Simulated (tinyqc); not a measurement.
Hall effect and magnetoresistance of several carrier groups with constant relaxation times: one step, computed by the program tinyqc. Command: `OMP_NUM_THREADS=1 python tinyqc.py 3029533 3029534 out.jsonl hall2 walk`. One thread of a shared host (Intel(R) Xeon(R) Processor @ 2.30GHz), about 0.01 s of CPU time with the checks.

Group 1 has charge -e and group 2 charge -e; s_i is that sign. B lies along z; mu B is formed with mu in m^2/(V s).

Problem. Resistivity, Hall coefficient and magnetoresistance. rho_xx = sigma_xx/(sigma_xx^2 + sigma_xy^2); Hall coefficient R_H = sigma_xy/(B (sigma_xx^2 + sigma_xy^2)), with B in V s/cm^2 (1 T = 1e-4 V s/cm^2); magnetoresistance MR = rho_xx(B)/rho_xx(0) - 1. Apparent density 1/(e |R_H|); Hall mobility |R_H|/rho_xx.

Inputs (values chosen for the exercise, for a model conductor): magnetic field B = 0.19 T.

Carriers: two electron groups. Densities: per area (a thin layer).

sigma_xx = 0.01145782 S

sigma_xy = -9.841835e-04 S

sigma at B = 0 = 0.01154528 S

Constants: e = 1.602176634e-19 C.

Give: rho_xx; Hall coefficient R_H; magnetoresistance MR; apparent density; Hall mobility.

Solution.

rho_xx = 86.6 ohm

Hall coefficient R_H = -3.92e+05 cm^2/C

magnetoresistance MR = 0.0253 %

apparent density = 1.59e+13 1/cm^2

Hall mobility = 4521 cm^2/(V s)
